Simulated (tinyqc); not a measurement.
What each parameter does: type-II superlattice in the two-band Kane model.

Motion along the axis, period d = a + b, c = hbar^2/2m0. Conduction and light-hole bands couple: (E - Ec)(E - Ev) = Ep c k^2 in each layer, with mass m(E) = (E - Ev)/Ep, which may be negative. The conduction envelope psi and psi'/m(E) are continuous; a layer carries them by [[cos kt, (m/k) sin kt], [-(k/m) sin kt, cos kt]] (cosh and sinh for k^2 < 0), and cos(q d) = tr(M_B M_A)/2. C1 is the first miniband above EvB, with its bottom at tr/2 = +1 and its top at -1; the gap is the bottom of C1 less the top heavy-hole level HH1.

Heavy holes are uncoupled: with e = EvB - E, p = sqrt(mhB e/c), w = sqrt(mhA (EvB - EvA - e)/c), the top level HH1 at q = 0 solves (p/mhB) tan(p b/2) = (w/mhA) tanh(w a/2).

Constants: hbar^2/2m0 = 3.80998211 eV angstrom^2.

Inputs chosen for the exercise (near those of an InAs/GaSb superlattice; not measured data): a = 30 angstrom (layer A); b = 22 angstrom (layer B); EcA = 0 eV (conduction edge of A); EvA = -0.424 eV (valence edge of A); EcB = 0.991 eV (conduction edge of B); EvB = 0.177 eV (valence edge of B); EpA = 14.3 eV (coupling energy in A); EpB = 18.1 eV (coupling energy in B); mhA = 0.35 m0 (heavy hole in A); mhB = 0.26 m0 (heavy hole in B).

Bottom and width of C1, HH1 and the gap.

One parameter was then changed.

Results before and after:
```
case,C1 (eV),width (meV),HH1 (eV),gap (meV)
base,0.3124,166.8,0.0493,263.1
changed,0.3114,163.2,0.0309,280.6
```

Which of these changes was made? (a) mhB = 0.3 m0; (b) b = 25 angstrom; (c) EvB = 0.157 eV; (d) EvA = -0.454 eV; (e) EpA = 15.4 eV; (f) EcB = 1.041 eV; (g) a = 27 angstrom.

Answer: (c) EvB = 0.157 eV. Of the candidates, run in turn, only this one gives the changed row.

All candidates:
```
case,C1 (eV),width (meV),HH1 (eV),gap (meV)
base,0.3124,166.8,0.0493,263.1
a = 27 angstrom,0.3425,185.3,0.0496,293.0
b = 25 angstrom,0.3274,143.7,0.0692,258.2
EvB = 0.157 eV,0.3114,163.2,0.0309,280.6
EcB = 1.041 eV,0.3215,158.3,0.0493,272.2
EvA = -0.454 eV,0.3094,163.6,0.0471,262.4
EpA = 15.4 eV,0.3177,175.3,0.0493,268.4
mhB = 0.3 m0,0.3124,166.8,0.0562,256.2
```

Program tinyqc; command `OMP_NUM_THREADS=1 python tinyqc.py 1281823 1281824 out.jsonl`; about 0.02 s on one thread of a shared Intel(R) Xeon(R) Processor @ 2.30GHz.
